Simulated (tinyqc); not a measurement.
Thermal stress, cracking, delamination and buckling of a thin film; Griffith cracks and misfitting inclusions: one step, computed by the program tinyqc. Command: `OMP_NUM_THREADS=1 python tinyqc.py 3016402 3016403 out.jsonl filmcrack walk`. One thread of a shared host (Intel(R) Xeon(R) Processor @ 2.30GHz), about 0.01 s of CPU time with the checks.

Isotropic linear elasticity; the substrate is much thicker than the film; stress is positive in tension.

Problem. Stress in the film. Thermal strain = (alpha_f - alpha_s)(T_d - T); stress = E/(1 - nu) x strain + intrinsic stress; plane-strain modulus Ebar = E/(1 - nu^2); G0 = stress^2 h/(2 Ebar) is the energy freed per area when a long strip loses its stress across its width.

Inputs (values chosen for the exercise, modelled on a porous low-k oxide on silicon):
```
quantity,value,unit
film Young's modulus E,8.18,GPa
film Poisson ratio nu,0.26,-
film expansion alpha_f,12,1e-6/K
substrate expansion alpha_s,3,1e-6/K
deposition temperature T_d,475,K
final temperature T,300,K
intrinsic stress,-5,MPa
film thickness h,3.3,micrometre
```

Give: thermal strain; film stress; Ebar; G0.

Solution.

thermal strain = 0.001575

film stress = 12.41 MPa

Ebar = 8.773 GPa

G0 = 0.02897 J/m^2

The film ends in tension; the thermal part is 17.4 MPa.
